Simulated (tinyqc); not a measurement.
Line constants from open and short measurements.

Problem. A uniform line of length len, under a quarter wavelength, has Z_open = Zc coth(gamma len) and Z_short = Zc tanh(gamma len); gamma Zc = r + i w l and gamma/Zc = g + i w c, w = 2 pi f. Find r, l and c.

Values chosen for this exercise: length len = 3.7 mm; frequency f = 0.79 GHz.

Zin with the far end open = 21.52041-594.13417i ohm
Zin with the far end shorted = 55.853898+4.314616i ohm

Answer. The product of the two impedances is Zc^2 and their ratio tanh^2(gamma len); the principal branch holds below a quarter wavelength.

r = 15.0 ohm/mm
l = 0.329 nH/mm
c = 91.4 pF/m

Computed by the program tinyqc: `OMP_NUM_THREADS=1 python tinyqc.py 2810101 2810102 out.jsonl`, one thread of a shared Intel Xeon 2.30GHz, about 0.01 s for the whole run.
